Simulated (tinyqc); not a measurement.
Inside a calculation. Method: MP2 on RHF in the sto-6g basis, for H2, spin multiplicity 1. One step of it, computed by the program tinyqc.

Question. Second-order Moller-Plesset energy. E2 = sum_ijab (ia|jb) [2 (ia|jb) - (ib|ja)] / (e_i + e_j - e_a - e_b) over occupied i, j and virtual a, b; the opposite-spin part is (ia|jb)^2 / denominator, the rest is same-spin, and SCS-MP2 scales them by 6/5 and 1/3.

orbital energies (hartree): MO1 -0.455712, MO2 0.386591

Two-electron integrals over orbitals (pq|rs), unique and non-zero (hartree):
```
(11|11) 0.608130   (21|21) 0.204001   (22|11) 0.606654   (22|22) 0.636688
```

Hartree-Fock energy = -1.04152704 hartree

Give: Terms; Pair energies; MP2 correlation energy; SCS-MP2 correlation energy; MP2 total energy.

Answer.

Terms:
```
i  j  a  b  (ia|jb)  (ib|ja)  denominator     term
1  1  2  2   0.2040   0.2040      -1.6846  -0.0247
```

Pair energies (hartree; pair i-j sums ij and ji):
```
pair  opposite spin  same spin
1-1         -0.0247     0.0000
```

MP2 correlation energy = -0.024704 hartree

SCS-MP2 correlation energy = -0.029645 hartree

MP2 total energy = -1.066231 hartree
